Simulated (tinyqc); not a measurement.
Convergence with the basis: effective-mass impurity with a central-cell term, in a basis of Slater functions. Computed by tinyqc, a small Python program. Command: `OMP_NUM_THREADS=1 python tinyqc.py 3001207 3001208 out.jsonl centralcell walk`. One thread of a shared host (Intel(R) Xeon(R) Processor @ 2.30GHz), about 0.01 s of CPU time with the checks.

The envelope obeys H = -nabla^2 - (2/r) [Z + A exp(-kappa r)] in effective units, with kappa = a*/lambda; positive A deepens the well near the core.

Inputs (values chosen for the exercise, with screening close to that of InAs):

| quantity | value | unit |
|---|---|---|
| effective mass m | 0.201 | m_0 |
| dielectric constant eps | 14.7 | - |
| charge Z of the core | 2 | - |
| central-cell strength A | 15 | - |
| central-cell range lambda | 1 | angstrom |
| smallest exponent zeta_1 | 0.32 | 1/a* |
| ratio beta of exponents | 3.2 | - |

Impurity: acceptor, one isotropic band.

Constants: Ry = 13.605693123 eV; a_0 = 0.529177210903 angstrom.

Method:
- Units: Ry* = Ry m/eps^2 and a* = a_0 eps/m, with m in m_0.
- kappa = a*/lambda; the hydrogenic ground state is bound by Z^2 Ry*.
- For s functions exp(-zeta r), with s = zeta_i + zeta_j: S = 2/s^3, T = zeta_i zeta_j S, V = -2 Z/s^2, W = -2 A/(s + kappa)^2; each function is normalised by dividing by sqrt(S_ii S_jj).
- Large basis: zeta_i = 0.06 x 1.6^(i-1), i = 1..22, same formulas; for p functions r exp(-zeta r): S = 24/s^5, T = zeta_i zeta_j S (centrifugal term included), V = -12 Z/s^4, W = -12 A/(s + kappa)^4; overlap eigenvalues below 1e-11 are dropped.
- Binding energies are -E Ry*; the effective quantum number is nu = Z/sqrt(-E); |psi(0)|^2 is given relative to the hydrogenic Z^3/(pi a*^3).
- zeta_i = zeta_1 beta^(i-1), i = 1..n.
- The error is the lowest level above the large-basis value.

kappa = 38.7010 1/a*

Ry* = 12.6556 meV

1s binding energy = 66.1688 meV

Error of the 1s level:

| n | error (meV) | largest exponent (1/a*) |
|---|---|---|
| 1 | 51.233 | 3.2000e-01 |
| 2 | 24.805 | 1.0240e+00 |
| 3 | 5.856 | 3.2768e+00 |
| 4 | 3.906 | 1.0486e+01 |
| 5 | 1.039 | 3.3554e+01 |
| 6 | 1.030 | 1.0737e+02 |
| 7 | 1.025 | 3.4360e+02 |
| 8 | 1.024 | 1.0995e+03 |

What does the comparison show, and why?

The error falls from 51.2 to 1.02 meV. The last function changes it by less than 5 %: it has levelled off, and what remains is set by beta and zeta_1, not by the range of exponents. Caution: the density at the core is many times hydrogenic, so the result hangs on the model potential inside one cell, where the envelope picture is weak.

Extremes, crossings and ranges named in words are read from the listed rows.
